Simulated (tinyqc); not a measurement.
Worked calculation: shallow acceptor in the spherical model (Baldereschi-Lipari), strong spin-orbit limit. Computed by tinyqc, a small Python program that keeps every step. Command: `OMP_NUM_THREADS=1 python tinyqc.py 3007709 3007710 out.jsonl acceptor walk`. One thread of a shared host (Intel(R) Xeon(R) Processor @ 2.30GHz), about 0.01 s of CPU time with the checks. Intermediate numbers are printed to about 7 digits and carried at full precision; extremes and crossings named in words are read from the listed rows.

The 1S(3/2) state has an s envelope f(r) and a d envelope g(r). In effective units they obey -(f'' + 2f'/r + 2f/r) + mu (g'' + 5g'/r + 3g/r^2) = E f and -(g'' + 2g'/r - 6g/r^2 + 2g/r) + mu (f'' - f'/r) = E g. The cubic term, the split-off band and the central cell are left out.

Inputs (values chosen for the exercise, modelled on InP):

| quantity | value | unit |
|---|---|---|
| Luttinger gamma_1 | 5.16 | - |
| Luttinger gamma_2 | 1.64 | - |
| Luttinger gamma_3 | 2.11 | - |
| dielectric constant eps | 12.5 | - |
| spin-orbit gap Delta_so | 105 | meV |
| functions per channel n | 1 | - |
| smallest exponent zeta_1 | 0.95 | 1/a* |
| ratio beta of exponents | 1.9 | - |

Constants: Ry = 13.605693123 eV; a_0 = 0.529177210903 angstrom.

## Effective units and couplings

Ry* = Ry/(gamma_1 eps^2), a* = a_0 eps gamma_1, mu = (6 gamma_3 + 4 gamma_2)/(5 gamma_1), delta = (gamma_3 - gamma_2)/gamma_1; spherical masses 1/(gamma_1 (1 - mu)) (heavy) and 1/(gamma_1 (1 + mu)) (light).

Ry* = 16.87528 meV

a* = 34.13193 angstrom

mu = 0.7449612

delta = 0.09108527

heavy-hole mass = 0.7598784 m_0

light-hole mass = 0.1110618 m_0

## Matrices in a small basis

zeta_i = zeta_1 beta^(i-1), i = 1..n, in both channels. Basis: f_i = exp(-zeta_i r), g_i = r exp(-zeta_i r), weight r^2 dr, s = zeta_i + zeta_j. S_ff = 2/s^3, H_ff = zeta_i zeta_j S_ff - 2/s^2; S_gg = 24/s^5, H_gg = 8/s^3 + 24 zeta_i zeta_j/s^5 - 12/s^4; H(f_i, g_j) = mu (6 zeta_i^2/s^4 + 2 zeta_i/s^3); S_fg = 0. Each function is normalised by sqrt(S_ii).

H (Ry*):
```
           f1         g1
f1    -0.9975  0.9704212
g1  0.9704212   1.155833
```

S:
```
    f1  g1
f1   1   0
g1   0   1
```

## Lowest level in the small basis

H c = E S c with c^T S c = 1 and the largest component positive; the d weight is the part of the norm in g.

E = -1.370291 Ry*

coefficients: f1 0.9334898, g1 -0.3586040

d weight = 0.1285968

## Converged levels

Large basis: zeta_i = 0.08 x 1.55^(i-1), i = 1..20 in each channel; overlap eigenvalues below 1e-11 are dropped. Binding energies are -E Ry*; the mass that fits is E(1S) eps^2/Ry.

1S(3/2) binding in Ry* = 2.110733

1S(3/2) binding energy = 35.61921 meV

2S(3/2) binding energy = 10.52856 meV

d weight of 1S(3/2) = 0.2552509

Hydrogenic mass that fits = 0.4090568 m_0

The small basis recovers 64.9 % of the binding. The ratio 2S/1S is 0.296 against the hydrogenic 0.25. The fitted mass is 54 % of the heavy-hole mass. Caution: the binding exceeds a fifth of the spin-orbit gap Delta_so, so the split-off band, left out, matters.

## One mass for the acceptor?

Hydrogenic binding Ry m/eps^2; the density-of-states mass is (m_H^(3/2) + m_L^(3/2))^(2/3); errors are against the large basis.

1S binding energy:

| mass | value (m_0) | binding (meV) | error (%) |
|---|---|---|---|
| light hole | 0.1110618 | 9.67086 | -72.84931 |
| 1/gamma_1 | 0.1937984 | 16.87528 | -52.62310 |
| mean of heavy and light | 0.4354701 | 37.91918 | 6.45712 |
| heavy hole | 0.7598784 | 66.16750 | 85.76355 |
| density of states | 0.7879275 | 68.60992 | 92.62055 |

The coupled result, 35.62 meV, lies between the 1/gamma_1 value (no coupling) and the heavy-hole value; the closest single rule here is "mean of heavy and light", off by +6.5 %.

## Binding against mu

The formulas are those given above.

1S(3/2):

| mu | binding (Ry*) | d weight | binding x (1 - mu) |
|---|---|---|---|
| 0.10 | 1.009075 | 0.0042365 | 0.9081674 |
| 0.22 | 1.045675 | 0.0206226 | 0.8156263 |
| 0.45 | 1.227569 | 0.0882971 | 0.6751629 |
| 0.50 | 1.298539 | 0.1097889 | 0.6492697 |
| 0.74 | 2.078318 | 0.2515768 | 0.5403626 |
| 0.80 | 2.580198 | 0.2982800 | 0.5160396 |
| 0.90 | 4.768333 | 0.3881797 | 0.4768333 |
| 0.95 | 9.144654 | 0.4400163 | 0.4572327 |

The binding grows from 1.009 to 9.14 Ry*, slowly at first (second order in mu), while the d weight rises to 0.44. The last column, the binding in units of the heavy-hole Rydberg, falls to 0.457, towards about 0.44 as mu tends to 1.

Checks made by the program: mu = 0 against hydrogen, 1 and 1/4 (relative difference 4e-06); the coupling element from the adjoint operator (relative difference below 1e-10).
